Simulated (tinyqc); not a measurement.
Inside a calculation. Model: millisecond and nanosecond annealing: surface heating, thermal budget and solid-phase regrowth. Computed by tinyqc, a small Python program that keeps every step. Command: `OMP_NUM_THREADS=1 python tinyqc.py 3027010 3027011 out.jsonl flash walk`. One thread of a shared host (Intel(R) Xeon(R) Processor @ 2.30GHz), about 0.01 s of CPU time with the checks. Intermediate numbers are printed to about 5 digits and carried at full precision; extremes and crossings named in words are read from the listed rows.

A square pulse heats the surface of a thick wafer with constant thermal properties; losses by radiation are neglected and silicon melts at 1414 C.

Inputs (values chosen for the exercise, modelled on hot silicon with boron):
```
quantity                      value        unit
incident fluence               5.03      J/cm^2
pulse length t_p            0.00011           s
reflectance R                  0.48           -
thermal conductivity k         0.26    W/(cm K)
heat capacity per volume c     2.32  J/(cm^3 K)
preheat temperature T0          700           C
wafer thickness d               775          um
dopant prefactor D0           0.819      cm^2/s
dopant activation energy E     3.53          eV
regrowth prefactor v0       3.8e+08        cm/s
regrowth energy E_v            2.69          eV
amorphous layer                  46          nm
```

Source: scanned laser.

Constants: k_B = 8.617333262e-05 eV/K.

## Peak temperature

Absorbed flux q = (1 - R) fluence/t_p; kappa = k/c. With f(z, t) = (2 q/k) sqrt(kappa t) ierfc(z/(2 sqrt(kappa t))), ierfc(x) = exp(-x^2)/sqrt(pi) - x erfc(x): T = T0 + f(z, t) during the pulse and T0 + f(z, t) - f(z, t - t_p) after it. At the surface the rise at the end of the pulse is 2 q sqrt(t_p/(pi k c)); the fluence that just melts the surface scales with (1414 - T0).

absorbed flux q = 23778 W/cm^2

kappa = 0.11207 cm^2/s

thermal length sqrt(kappa t_p) = 35.111 um

peak temperature = 1062.3 C

fluence at the melting threshold = 9.9121 J/cm^2

The heated layer is 4.5 % of the wafer thickness, so the cold bulk quenches the surface.

## Temperature in depth and time

The formulas are those given above.

Temperature (C):
```
t/t_p  surface  z = 0.5 thermal lengths   z = 1   z = 2
0.10     814.6                   719.02  701.27  700.00
0.25     881.2                   764.11  716.14  700.31
0.50     956.2                   827.03  753.51  705.45
0.75    1013.8                   879.02  791.83  716.91
1.00    1062.3                   924.19  828.21  732.27
1.10     965.4                   921.83  840.88  739.09
1.50     887.6                   874.54  841.12  762.98
2.00     850.1                   843.60  825.84  774.74
4.00     797.1                   795.35  790.33  772.76
10.00    758.8                   758.41  757.27  752.92
```

One tenth of a pulse length after the end the surface has lost 97 C: cooling starts as sqrt(t - t_p), much faster than heating ends.

## Thermal budget

Temperatures in kelvin are T(C) + 273.15. Integrate exp(-E/(k_B T(t))) at the surface from 0 to 10 t_p (Gauss-Legendre, 60 points in sqrt(t) up to t_p and 60 in sqrt(t - t_p) after it). (Dt) = D0 x integral with E; regrowth = v0 x integral with E_v; effective time = integral/exp(-E/(k_B T_peak)).

budget (Dt) = 1.0448e-18 cm^2

diffusion length 2 sqrt(Dt) = 0.020443 nm

effective time over t_p = 0.24308

possible regrowth = 10.037 nm

Only 24.3 % of the pulse counts at the peak; the estimate 2 k_B T_peak^2/(E (T_peak - T0)) gives 24.0 %. The amorphous layer of 46 nm regrows only by 22 % of its thickness. Caution: equilibrium diffusivities are used; implant damage enhances diffusion, and k and c vary with temperature. Caution: at this preheat temperature the layer would already regrow within five seconds or less before the pulse. Caution: a diffusion length below the atomic spacing of 0.235 nm means about one jump per atom or fewer, so the profile does not change measurably.

## Same peak temperature, different pulse lengths

For each t_p the flux is set so that the peak temperature stays the same: q sqrt(t_p) is fixed.

Pulses:
```
t_p (s)   fluence (J/cm^2)  q (W/cm^2)  thermal length (um)  2 sqrt(Dt) (nm)  regrowth (nm)
1.00e-07        1.5166e-01  7.8863e+05           1.0586e+00       6.1638e-04     9.1242e-03
1.00e-06        4.7959e-01  2.4939e+05           3.3477e+00       1.9491e-03     9.1242e-02
1.00e-05        1.5166e+00  7.8863e+04           1.0586e+01       6.1638e-03     9.1242e-01
1.00e-04        4.7959e+00  2.4939e+04           3.3477e+01       1.9491e-02     9.1242e+00
3.00e-04        8.3068e+00  1.4398e+04           5.7983e+01       3.3760e-02     2.7373e+01
1.00e-03        1.5166e+01  7.8863e+03           1.0586e+02       6.1638e-02     9.1242e+01
3.00e-03        2.6268e+01  4.5532e+03           1.8336e+02       1.0676e-01     2.7373e+02
1.00e-02        4.7959e+01  2.4939e+03           3.3477e+02       1.9491e-01     9.1242e+02
```

Fluence and diffusion length grow as sqrt(t_p), regrowth as t_p. The layer of 46 nm regrows from t_p = 0.001 s on among these rows, at a diffusion length of 0.062 nm. Caution: the shortest pulses need a source absorbed within their thermal length, and the longest also heat the back of the wafer, which the thick-wafer formula leaves out. Caution: seconds at the preheat temperature would regrow the layer before any pulse.

Checks made by the program: heat stored at the end of the pulse against the absorbed fluence (relative difference below 1e-10).
